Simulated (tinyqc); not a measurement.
MOS inversion layer, Poisson-Schroedinger loop: one step of the calculation.

Electrons confined at an insulator interface at z = 0, treated as a hard wall; parabolic valleys, Hartree approximation, no image or exchange terms. The depletion charge lies far deeper than the electrons and gives a uniform field q Nd/(eps0 eps_r); the gate balances all charge. Energies are counted from the band edge at the interface.

Question. Fermi level and occupations. Level k holds N_k = D_k Vt ln(1 + exp((EF - E_k)/Vt)) with D = md1 m0 q/(pi hbar^2) per eV (spin included); EF is fixed by sum N_k = Ns.

Inputs (values chosen for the exercise); masses and permittivity close to those of In0.53Ga0.47As: temperature T = 200 K; in-plane density-of-states mass of set A md1 = 0.0406 m0; sheet density of electrons Ns = 9.7e11 cm^-2.

Constants: q = 1.602176634e-19 C, kB = 1.380649e-23 J/K, hbar = 1.054571817e-34 J s, m0 = 9.1093837015e-31 kg, Vt = kB T/q. Results are converted to the units shown.

levels (eV): A1 0.14249004, A2 0.21758120

Wanted: EF; N_k.

Answer.

EF = 0.19480 eV
N_k (cm^-2): A1 9.0091e11, A2 6.9094e10

Numbers from tinyqc (`OMP_NUM_THREADS=1 python tinyqc.py 2160076 2160077 out.jsonl`; about 0.5 s on one thread of a shared Intel Xeon 2.30GHz).
